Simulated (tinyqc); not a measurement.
Worked calculation: sp3 tight binding, zinc-blende lattice. One step of it, computed by the program tinyqc.

Question. Bloch Hamiltonian at k. Slater-Koster rules over the four bonds with direction cosines (l, m, n): ss V_ss; s-px l V_sp; px-s -l V_sp; px-px l^2 V_pps + (1 - l^2) V_ppp; px-py l m (V_pps - V_ppp); each times exp(i k.d).

Parameters chosen for this model: zinc-blende lattice, anion at 0, cation at a/4 (1,1,1); V = eta hbar^2 / (m d^2), hbar^2/m = 7.619964 eV angstrom^2:
```
parameter          value      unit
a               4.880000  angstrom
d               2.113102  angstrom
Es anion      -16.050000        eV
Ep anion       -7.210000        eV
Es cation     -13.150000        eV
Ep cation      -5.690000        eV
eta ss         -1.400000
eta sp          1.840000
eta pp sigma    3.240000
eta pp pi      -0.810000
V ss           -2.389131        eV
V sp            3.140001        eV
V pp sigma      5.529133        eV
V pp pi        -1.382283        eV
```

k point k (2 pi / a): -0.760000  0.730000  0.540000

Give: H(k) at k.

Answer.

H(k) at k (eV), lower triangle (Hermitian):
```
                  a s            a px             a py             a pz
a s          -16.0500
a px           0.0000         -7.2100
a py           0.0000          0.0000          -7.2100
a pz           0.0000          0.0000           0.0000          -7.2100
c s   -0.9574+6.0746i  1.8250-1.8348i  -2.0812+1.6089i  -4.0637+0.8240i
c px  -1.8250+1.8348i  0.3693-2.3430i   5.1642-1.0472i   2.6448-2.0446i
c py   2.0812-1.6089i  5.1642-1.0472i   0.3693-2.3430i  -2.3192+2.3317i
c pz   4.0637-0.8240i  2.6448-2.0446i  -2.3192+2.3317i   0.3693-2.3430i

           c s     c px     c py     c pz
c s   -13.1500
c px    0.0000  -5.6900
c py    0.0000   0.0000  -5.6900
c pz    0.0000   0.0000   0.0000  -5.6900
```
